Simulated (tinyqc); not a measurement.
Order of mass and momentum: double quantum well by finite differences.

Finite differences on points z_i at the centres of cells of width h: H_ii = (c/h^2)(1/m_(i-1/2) + 1/m_(i+1/2)) + V_i, H_(i,i+1) = -(c/h^2)/m_(i+1/2), where m_(i+1/2) is the mean of the masses at the two points (the end values are repeated outwards), psi = 0 on the points beyond both ends, c = hbar^2/2m0. The field adds e F (z - z0) with z0 the middle of the structure; 1 kV/cm = 1e-5 eV/angstrom.

Constants: hbar^2/2m0 = 3.80998211 eV angstrom^2.

Values chosen for the exercise (out of a larger set: near those of a non-polar GaN well in AlGaN; not measured data): layers = ((24, 0.42, 0.234), (24, 0, 0.193), (16, 0.42, 0.234), (16, 0, 0.193), (24, 0.42, 0.234)) (each layer: thickness in angstrom, band edge in eV, mass in m0); F = 150 kV/cm (field along z); hf = 0.5 angstrom (cell width of the fine grid).

Fine grid. Hermitian kinetic operators m^a p m^b p m^a with 2a + b = -1: H_ii = (c/h^2) m_i^(2a) (m_(i-1/2)^b + m_(i+1/2)^b) + V_i, H_(i,i+1) = -(c/h^2) m_i^a m_(i+1)^a m_(i+1/2)^b; BenDaniel-Duke is a = 0. The halved form has H_ii = 2c/(h^2 m_i) + V_i and H_(i,i+1) = -(c/2h^2)(1/m_i + 1/m_(i+1)). The shifts are measured against BenDaniel-Duke; the last column repeats E1 with cells of hf/4.

Levels (eV):

| operator | E1 | E2 | E1 - E1(BDD) (meV) | E1 at hf/4 |
|---|---|---|---|---|
| BenDaniel-Duke | 0.0991 | 0.2210 | 0.0 | 0.0992 |
| (1/m) p^2 + p^2 (1/m), halved | 0.1019 | 0.2231 | 2.8 | 0.0615 |
| m^(-1/2) p^2 m^(-1/2) | 0.1131 | 0.2427 | 14.0 | 0.1132 |
| m^(-1/4) p m^(-1/2) p m^(-1/4) | 0.1060 | 0.2318 | 7.0 | 0.1061 |
| one mass, the smallest | 0.1058 | 0.2324 | 6.7 | 0.1059 |

The three forms m^a p m^b p m^a span 14.0 meV in E1, 12 % of E2 - E1; they differ only at the mass steps (largest to smallest mass 1.21), where m^a psi is the continuous quantity. Dropping the mass step altogether moves E1 by +6.7 meV. Refining the grid moves the halved form by -40.4 meV, against at most 0.07 meV for the other three: at an abrupt step it has no limit as the grid is refined.

Program tinyqc; command `OMP_NUM_THREADS=1 python tinyqc.py 1282032 1282033 out.jsonl`; about 0.02 s on one thread of a shared Intel(R) Xeon(R) Processor @ 2.30GHz.
